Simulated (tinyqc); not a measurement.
Transmission against field: band-to-band tunnelling across a p-n junction in a two-band chain.

Sites alternate A at -Eg/2 and C at +Eg/2 with hopping -t; near the edges, with k counted from the zone boundary pi/a, E^2 = (Eg/2)^2 + (t a k)^2, so t = sqrt(c Eg/m)/a gives the mass m, c = hbar^2/2m0. In the gap cosh(q a) = 1 + (Eg^2/4 - e^2)/(2 t^2), e the energy from the local mid-gap. The potential is V0 = Eg + ov on the p side (left), 0 on the n side, and falls linearly over the 2N sites of the junction, V_j = V0 (1 - j/(2N + 1)), j = 1 to 2N, site 1 being A. E = Eg/2 + x ov. A half chain that ends on a site of level e1 with neighbour e2 has g = (1 + z)/(E - e1), z = exp(-/+ i k a) the root with Im g < 0, cos(k a) = (E - e1)(E - e2)/(2 t^2) - 1. S_L = t^2 g (ending on C, shifted by V0), S_R = t^2 g (starting on A). T = 4 Im(S_L) Im(S_R) |G_(1,2N)|^2.

Constants: hbar^2/2m0 = 3.80998211 eV angstrom^2.

Inputs chosen for the exercise (gap and mass near those of InSb; shifted at random, so the results belong to these values and not to a real crystal): Eg = 0.176 eV (gap); m = 0.0144 m0 (mass of electron and light hole); a = 5 angstrom (period (two sites)); ov = 0.15 eV (overlap: top of the valence band on the p side above the conduction edge on the n side); x = 0.35 (energy above the n-side conduction edge, as a share of ov).

N is varied at fixed V0 and E. WKB: exp(-2 I/F) with I = pi Eg^2/(8 t a), F = V0/((2N + 1) a/2); this is the Landau-Zener result for a uniform field.

Against N:
```
N   F (MV/cm)  exponent  T, chain  T, WKB  ratio
5       1.185     0.301     0.661   0.740  0.894
12      0.522     0.684     0.559   0.505  1.107
18      0.352     1.012     0.445   0.364  1.223
26      0.246     1.449     0.302   0.235  1.286
38      0.169     2.105     0.154   0.122  1.261
55      0.117     3.035    0.0556  0.0481  1.157
80      0.081     4.402    0.0129  0.0123  1.053
```

Give the missing row, N = 8, F (MV/cm) = 0.767.

Computed row:
```
N  F (MV/cm)  exponent  T, chain  T, WKB  ratio
8      0.767     0.465     0.624   0.628  0.994
```

T falls from 0.661 at 1.19 to 0.0129 at 0.08 MV/cm. ln T against 1/F has slope -0.384 MV/cm between the rows N = 38 and 80, against -2I = -0.357. The ratio to WKB stays between 0.89 (N = 5) and 1.29 (N = 26): the exponent decides, and the ratio holds the reflections where the field begins and ends and the lattice correction to q, which scales the exponent and so grows with N.

tinyqc: `OMP_NUM_THREADS=1 python tinyqc.py 1482810 1482811 out.jsonl`; about 0.01 s, one thread, shared Intel(R) Xeon(R) Processor @ 2.30GHz.
